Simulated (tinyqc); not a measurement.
# ESD clamp with bipolar snapback, compact model and design window: effects of single changes

The drain junction multiplies the current that enters it: Igen = (M - 1)(Ic + I0), M = 1/(1 - (Vj/BV)^n). The generated holes leave through the substrate resistance and the base of the parasitic npn: Igen = Vb/Rb + Ic/be, Ic = Is exp(Vb/Vt). Terminal current I = Ic + I0 + Igen and voltage V = Vj + I Ro, per width. Isothermal, constant gain.

Values chosen for this exercise; values close to those of grounded-gate n-channel clamps: temperature T = 300 K; junction breakdown voltage BV = 7.5 V; exponent of the multiplication n = 4.8; current gain of the parasitic npn be = 8.6; saturation current Is = 8.5e-18 A/um; junction leakage I0 = 4.8e-12 A/um; substrate resistance Rb = 25000 ohm um; drain ballast and contact resistance Ro = 180 ohm um; failure current for 100 ns It2 = 11.3 mA/um.

Constants: q = 1.602176634e-19 C, kB = 1.380649e-23 J/K, Vt = kB T/q. Results are converted to the units shown.

Each table varies one quantity; the others keep the values above.

## Failure current against pulse length

Power to failure goes as 1/t for pulses shorter than ta = 20 ns (adiabatic) and as 1/sqrt(t) beyond: Pf = P100 sqrt(100 ns/t) for t > ta and Pf(ta) ta/t below, with P100 = Vt2 It2 at 100 ns. The failure current solves V I = Pf on the curve (I(Vb), V(Vb)). For given Vb: Ic, Igen, M = 1 + Igen/(Ic + I0), Vj = BV (1 - 1/M)^(1/n), I and V. Vt1 is the maximum of V along the curve, Vh the following minimum, Vt2 the voltage at I = It2.

Result of one run:

| t (ns) | Pf (mW/um) | failure current (mA/um) | V at failure (V) | energy (nJ/um) |
|---|---|---|---|---|
| 100 | 76.19 | 11.30 | 6.742 | 7.619 |

What becomes of these results when the pulse length t is changed from 100 to 1 ns, all else the same?

Result of the changed run:

| t (ns) | Pf (mW/um) | failure current (mA/um) | V at failure (V) | energy (nJ/um) |
|---|---|---|---|---|
| 1 | 3407 | 125.2 | 27.22 | 3.407 |

The whole series:

| t (ns) | Pf (mW/um) | failure current (mA/um) | V at failure (V) | energy (nJ/um) |
|---|---|---|---|---|
| 1 | 3407 | 125.2 | 27.22 | 3.407 |
| 2 | 1704 | 85.14 | 20.01 | 3.407 |
| 5 | 681.4 | 49.87 | 13.66 | 3.407 |
| 10 | 340.7 | 32.39 | 10.52 | 3.407 |
| 20 | 170.4 | 20.37 | 8.363 | 3.407 |
| 50 | 107.7 | 14.67 | 7.343 | 5.387 |
| 100 | 76.19 | 11.30 | 6.742 | 7.619 |
| 200 | 53.87 | 8.600 | 6.264 | 10.77 |
| 500 | 34.07 | 5.884 | 5.790 | 17.04 |

The failure current falls from 125 to 5.88 mA/um, as t^(-0.56) at the start and t^(-0.41) at the end, more slowly than the power since V rises with I. The voltage at failure falls from 27.2 to 5.79 V.

## Effect of the drain ballast and contact resistance

Same model as above.

It1 and Ih are the currents at Vt1 and Vh.

Result of one run:

| Ro (ohm um) | Vt1 (V) | It1 (uA/um) | Vh (V) | Ih (uA/um) | Vt2 (V) | Vt2 - Vt1 (V) |
|---|---|---|---|---|---|---|
| 52 | 7.501 | 18.83 | 4.920 | 2200 | 5.296 | -2.205 |

What becomes of these results when the drain ballast and contact resistance Ro is changed from 52 to 280 ohm um, all else the same?

Result of the changed run:

| Ro (ohm um) | Vt1 (V) | It1 (uA/um) | Vh (V) | Ih (uA/um) | Vt2 (V) | Vt2 - Vt1 (V) |
|---|---|---|---|---|---|---|
| 280 | 7.505 | 20.67 | 5.211 | 877.7 | 7.872 | 0.3668 |

The whole series:

| Ro (ohm um) | Vt1 (V) | It1 (uA/um) | Vh (V) | Ih (uA/um) | Vt2 (V) | Vt2 - Vt1 (V) |
|---|---|---|---|---|---|---|
| 30 | 7.501 | 18.23 | 4.865 | 2944 | 5.047 | -2.453 |
| 52 | 7.501 | 18.83 | 4.920 | 2200 | 5.296 | -2.205 |
| 92 | 7.502 | 19.45 | 4.995 | 1620 | 5.748 | -1.754 |
| 160 | 7.503 | 20.06 | 5.089 | 1198 | 6.516 | -0.9868 |
| 280 | 7.505 | 20.67 | 5.211 | 877.7 | 7.872 | 0.3668 |
| 490 | 7.510 | 21.28 | 5.366 | 637.9 | 10.25 | 2.735 |
| 860 | 7.518 | 21.91 | 5.564 | 458.3 | 14.43 | 6.908 |
| 1500 | 7.532 | 22.53 | 5.810 | 326.6 | 21.66 | 14.13 |

As Ro goes from 30 to 1500 ohm um, Vt1 stays near 7.51 V, It1 rises from 18.2 to 22.5 uA/um, Vh rises from 4.86 to 5.81 V and Vt2 rises from 5.05 to 21.7 V. Vt2 exceeds Vt1, the condition for all fingers to turn on, in 4 of the 8 rows. Ballast buys uniform turn-on with a higher clamping voltage.

## Effect of the current gain of the parasitic npn

Same model as above.

The same in every row: Vt1 (V) = 7.503.

Results:

| be | It1 (uA/um) | Vh (V) | Ih (uA/um) | Vt2 (V) | Vt2 - Vt1 (V) |
|---|---|---|---|---|---|
| 1 | 20.19 | 6.666 | 468.8 | 8.530 | 1.026 |
| 1.7 | 20.19 | 6.319 | 591.9 | 8.139 | 0.6354 |
| 2.9 | 20.19 | 5.926 | 739.6 | 7.693 | 0.1897 |
| 4.9 | 20.18 | 5.526 | 910.1 | 7.232 | -0.2711 |
| 8.2 | 20.18 | 5.146 | 1104 | 6.783 | -0.7205 |
| 14 | 20.18 | 4.784 | 1332 | 6.339 | -1.164 |
| 40 | 20.18 | 4.215 | 1849 | 5.581 | -1.922 |

Estimate the missing row, be = 24.

Computed row:

| be | It1 (uA/um) | Vh (V) | Ih (uA/um) | Vt2 (V) | Vt2 - Vt1 (V) |
|---|---|---|---|---|---|
| 24 | 20.18 | 4.467 | 1588 | 5.929 | -1.575 |

With this row back in the table: As be goes from 1 to 40, Vt1 stays near 7.50 V, It1 stays near 20.2 uA/um, Vh falls from 6.67 to 4.21 V and Vt2 falls from 8.53 to 5.58 V. Vt2 exceeds Vt1, the condition for all fingers to turn on, in 3 of the 8 rows. A higher gain needs less multiplication to hold, so Vh falls.

Program tinyqc, `OMP_NUM_THREADS=1 python tinyqc.py 2670056 2670057 out.jsonl`; Intel Xeon 2.30GHz, shared host, one thread, about 0.01 s.
